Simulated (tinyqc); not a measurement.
Carrier statistics of a doped semiconductor with parabolic bands: one step. Effective densities of states. Four cases, with inputs chosen for the exercise.

Task: m_de = Mv^(2/3) (ml mt^2)^(1/3); m_dh = (mhh^(3/2) + mlh^(3/2))^(2/3); N = 2 (m kB T/(4 pi c))^(3/2) with c = hbar^2/2m0, in 1/angstrom^3; times 1e24 for 1/cm^3.

Constants: hbar^2/2m0 = 3.80998211 eV angstrom^2.

Case 1.

Values chosen (near those of GaP; shifted at random, so the results belong to these values and not to a real crystal): ml = 1.88 m0 (longitudinal electron mass); mt = 0.258 m0 (transverse electron mass); Mv = 3 (equivalent valleys); mhh = 0.759 m0 (heavy-hole mass); mlh = 0.135 m0 (light-hole mass).

kT = 0.01723467 eV

Case 2.

Values chosen (near those of GaSb; shifted at random, so the results belong to these values and not to a real crystal): ml = 0.0387 m0 (longitudinal electron mass); mt = 0.0387 m0 (transverse electron mass); Mv = 1 (equivalent valleys); mhh = 0.399 m0 (heavy-hole mass); mlh = 0.0498 m0 (light-hole mass).

kT = 0.01723467 eV

Case 3.

Values chosen (near those of Si; shifted at random, so the results belong to these values and not to a real crystal): ml = 0.938 m0 (longitudinal electron mass); mt = 0.18 m0 (transverse electron mass); Mv = 6 (equivalent valleys); mhh = 0.562 m0 (heavy-hole mass); mlh = 0.162 m0 (light-hole mass).

kT = 0.02585200 eV

Case 4.

Values chosen (near those of InP; shifted at random, so the results belong to these values and not to a real crystal): ml = 0.0773 m0 (longitudinal electron mass); mt = 0.0773 m0 (transverse electron mass); Mv = 1 (equivalent valleys); mhh = 0.617 m0 (heavy-hole mass); mlh = 0.0841 m0 (light-hole mass).

kT = 0.03446933 eV

Give: m_de; m_dh; Nc; Nv.

Result:

Case 1.

m_de = 1.0404 m0
m_dh = 0.7965 m0
Nc = 1.4496e+19 1/cm^3
Nv = 9.7098e+18 1/cm^3

The light holes supply 7.0 % of Nv, and Nc/Nv = 1.49.

Case 2.

m_de = 0.0387 m0
m_dh = 0.4106 m0
Nc = 1.0399e+17 1/cm^3
Nv = 3.5945e+18 1/cm^3

The light holes supply 4.2 % of Nv, and Nc/Nv = 0.0289.

Case 3.

m_de = 1.0304 m0
m_dh = 0.6186 m0
Nc = 2.6248e+19 1/cm^3
Nv = 1.2209e+19 1/cm^3

The light holes supply 13.4 % of Nv, and Nc/Nv = 2.15.

Case 4.

m_de = 0.0773 m0
m_dh = 0.6375 m0
Nc = 8.3033e+17 1/cm^3
Nv = 1.9667e+19 1/cm^3

The light holes supply 4.8 % of Nv, and Nc/Nv = 0.0422.

Computed by tinyqc, one run a case: `OMP_NUM_THREADS=1 python tinyqc.py N N+1 out.jsonl` with N = 1680681, 1680696, 1680698, 1680818; one thread of a shared Intel(R) Xeon(R) Processor @ 2.30GHz, about 0.01 s a run at most.
